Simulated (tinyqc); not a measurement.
# Polarisation charge from two barrier thicknesses

Problem. Voff = phiB - dEc - q sigma d/(eps0 eb). Find sigma, phiB - dEc and the thickness at which Voff = 0.

Constants: q = 1.602176634e-19 C, eps0 = 8.8541878128e-14 F/cm where lengths are in cm. Results are converted to the units shown.

Voff at d = 16 and 38 nm (V): -6.4359757  -16.191567
eb = 9.1789000

Answer. Voff is a straight line in d: its slope is -q sigma/(eps0 eb) and its intercept phiB - dEc.

sigma = 2.25e13 cm^-2
phiB - dEc = 0.659 V
thickness for Voff = 0 = 1.49 nm

tinyqc, about 0.01 s, one thread, Intel Xeon 2.30GHz (shared host): `OMP_NUM_THREADS=1 python tinyqc.py 2180149 2180150 out.jsonl`
